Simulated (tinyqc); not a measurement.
From results back to parameters: Lorentz oscillators and the Kramers-Kronig relations. Three cases, with inputs chosen for the exercise.

Problem. Below the gap a single undamped oscillator gives n^2 - 1 = Eo Ed/(Eo^2 - E^2) (Wemple-DiDomenico). Two refractive indices were computed from hidden Eo and Ed.

Find: Eo; Ed; n at E = 0.
Method. 1/(n^2 - 1) = Eo/Ed - E^2/(Eo Ed) is a straight line in E^2: slope -1/(Eo Ed), intercept Eo/Ed.

Case 1.

Values chosen: Ea = 0.97 eV; Eb = 2.21 eV.
n(Ea) = 1.479709
n(Eb) = 1.517798

Solution.

Eo = 6.78 eV
Ed = 7.9 eV
n at E = 0 = 1.471

Case 2.

Values chosen (out of a larger set: line positions loosely like those of Si; Lorentz tails absorb below the gap, where the real solid is clear; not measured data): Ea = 1.07 eV; Eb = 1.92 eV.

n(Ea) = 3.715531
n(Eb) = 4.011979

Solution.

Eo = 4.23 eV
Ed = 50.7 eV
n at E = 0 = 3.604

Case 3.

Values chosen: Ea = 0.98 eV; Eb = 2.13 eV.
n(Ea) = 3.101910
n(Eb) = 3.575477

Solution.

Eo = 3.78 eV
Ed = 30.4 eV
n at E = 0 = 3.007

Computed by tinyqc, one run a case: `OMP_NUM_THREADS=1 python tinyqc.py N N+1 out.jsonl` with N = 1680603, 1680735, 1680799; one thread of a shared Intel(R) Xeon(R) Processor @ 2.30GHz, about 0.2 s a run at most.
